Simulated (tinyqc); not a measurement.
Worked calculation: RKS/LDA (PW92) in the sto-6g basis, for H6, spin multiplicity 1. One step of it, computed by the program tinyqc.

Problem. Iteration 2: DIIS coefficients. Solve [B -1; -1 0][c; lambda] = [0; -1] for the coefficients, which sum to one.

B (overlaps of the stored error matrices):
```
                1               2
1   8.2622168e-01  -8.0763419e-01
2  -8.0763419e-01   1.0047599e+00
```

Give: DIIS coefficients.

Solution.

DIIS coefficients: 0.5259  0.4741
